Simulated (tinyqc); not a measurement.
From lone donors to an impurity band: impurity band of shallow donors (Hubbard estimate).

Constants: e^2/(4 pi eps0) = 14.39964547 eV angstrom.

Values chosen for the exercise (out of a larger set: near those of two donors in Si; not measured data):
```
symbol  value                                 unit         meaning
a       16.3                                  angstrom     orbital radius
eps     11.7                                               dielectric constant
Ns      (0.04, 0.1, 0.24, 0.61, 1.4, 3, 6.1)  x 1e18/cm^3  donor densities
```

Donors on a simple cubic lattice of spacing R = N^(-1/3) (1/angstrom^3 = 1e24/cm^3), Ha* = q/(eps a), q = e^2/(4 pi eps0), x = R/a. Hopping t = Ha* (1 + x) exp(-x), band width B = 12 t, on-site repulsion U = (5/8) Ha*; the gap closes near B/U = 1.15. Valley factors and disorder are left out.

Results:
```
N (1e18/cm^3),R (angstrom),N^(1/3) a,t (meV),B (meV),B/U
0.040,292.4,0.056,2.32e-05,0.000278,5.89e-06
0.10,215.4,0.076,0.00195,0.0234,0.000496
0.24,160.9,0.101,0.0424,0.508,0.0108
0.61,117.9,0.138,0.449,5.38,0.114
1.4,89.4,0.182,2.03,24.4,0.517
6.1,54.7,0.298,11.5,137,2.91
```

Give the missing row, N (1e18/cm^3) = 3.0.

Computed row:
```
N (1e18/cm^3)  R (angstrom)  N^(1/3) a  t (meV)  B (meV)   B/U
3.0                    69.3      0.235     5.64     67.6  1.43
```

B/U passes 1.15 between 1.4 and 3 x 1e18/cm^3; the root is x = 4.52, N^(1/3) a = 0.221, N = 2.5 x 1e18/cm^3, below the 4.1 that the empirical rule N^(1/3) a = 0.26 gives; the estimate is rough, since random positions, the overlap of the orbitals and screening are left out. While N grows by 152 times, t grows by 4.95e+05 times.

Program tinyqc; command `OMP_NUM_THREADS=1 python tinyqc.py 1282233 1282234 out.jsonl`; about 0.01 s on one thread of a shared Intel(R) Xeon(R) Processor @ 2.30GHz.
